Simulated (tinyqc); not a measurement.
## Fermi velocity from one capacitance

Inverse problem. At zero temperature and without traps graphene has Cq = 2 q^3 phi/(pi hbar^2 vF^2), charge Cq phi/2, 1/C_G = 1/Cox + 1/Cq and Vg = phi + Cq phi/(2 Cox). Find Cq, phi, vF and n.

Constants: q = 1.602176634e-19 C, hbar = 1.054571817e-34 J s. Results are converted to the units shown.

Vg = 1.6087964 V
C_G = 1.1076675 uF/cm^2
Cox = 1.2789382 uF/cm^2

Solution. The series relation gives Cq, the voltage relation phi = Vg/(1 + Cq/(2 Cox)), and the formula for Cq then vF.

Cq = 8.271 uF/cm^2
phi = 0.3800 V
vF = 1.040e6 m/s
n = 9.809e12 cm^-2

tinyqc, about 0.01 s, one thread, Intel Xeon 2.30GHz (shared host): `OMP_NUM_THREADS=1 python tinyqc.py 2200030 2200031 out.jsonl`
